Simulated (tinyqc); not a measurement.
# Changing the pulse length

Model: self-heating of a transistor with one or more fingers, with temperature-dependent conductivity. Computed by tinyqc, a small Python program. Command: `OMP_NUM_THREADS=1 python tinyqc.py 3031758 3031759 out.jsonl selfheat sweep`. One thread of a shared host (Intel(R) Xeon(R) Processor @ 2.30GHz), about 0.2 s of CPU time with the checks.

N long parallel fingers lie on the top face of a slab whose bottom is held at T_0; the top is otherwise insulated, and heat flows in two dimensions. P in W/mm is 1000 P in W/m.

Inputs (values chosen for the exercise, modelled on diamond): conductivity at the base temperature kappa_0 = 1840 W/(m K); power per gate width P = 5.2 W/mm; fingers N = 3; finger pitch s = 33 micrometre; width of the heat source w = 0.25 micrometre; substrate thickness t = 45 micrometre; phonon free path Lambda = 340 nm; heat capacity C = 1.73 1e6 J/(m^3 K).

Power: power rises with temperature.

Method:
- A line source of power P on the top face raises the top at distance x by (P/(pi kappa_0)) g(x), g(x) = -ln tanh(pi x/(4 t)) (the image sum for the slab). On a strip of width w the centre sees the mean of g over the strip, g_0 = 1 + ln(8 t/(pi w)) for w much below t.
- theta_i = (P/(pi kappa_0)) [g_0 + sum over j != i of g(|i - j| s)], with equal powers and constant conductivity; thermal resistance = largest theta/P.
- After switching on, theta(tau) = (P D/kappa_0) int_0^tau X(u) Z(u) du at the hottest finger, D = kappa_0/C; X = sum over fingers at distance x of [erf((x + w/2)/r) - erf((x - w/2)/r)]/(2 w), Z = sum_(j=-200..200) (-1)^j exp(-(2 j t/r)^2)/sqrt(pi D u), r = 2 sqrt(D u); trapezoid rule on 300 points evenly spaced in ln u from u_0 = 1e-3 min(tau, w^2/D) to tau, plus the exact piece 2 sqrt(u_0/(pi D))/w below u_0. Conductivity and power are held at their base values here, and Fourier's law is used even where the diffusion length is near a phonon free path.

One run for each value; columns: (1) pulse length (microsecond); (2) linear rise after the pulse (K); (3) share of the steady rise; (4) diffusion length sqrt(D tau) (micrometre):
```
(1)       (2)     (3)        (4)
0.003  3.6561  0.4817  1.786e+00
0.01   4.1975  0.5531  3.261e+00
0.06   5.0059  0.6596  7.988e+00
0.3    5.9810  0.7881  1.786e+01
1      7.0708  0.9317  3.261e+01
5      7.5876  0.9998  7.292e+01
20     7.5893  1.0000  1.458e+02
100    7.5893  1.0000  3.261e+02
500    7.5893  1.0000  7.292e+02
2000   7.5893  1.0000  1.458e+03
```

What does the table show, and why?

Over the rows, linear rise after the pulse (K) rises from 3.66 to 7.59, flat over part of the range; share of the steady rise rises from 0.482 to 1.00, flat over part of the range; diffusion length sqrt(D tau) (micrometre) rises from 1.79 to 1460 (exponent d ln y / d ln x about 0.50 throughout). Short pulses heat only the region within a diffusion length; the rise saturates when that length reaches the thickness, 45 micrometre.

Caution (all rows): the source is narrower than two phonon free paths, so the Fourier result understates the rise at the source.

Extremes, crossings and ranges named in words are read from the listed rows.
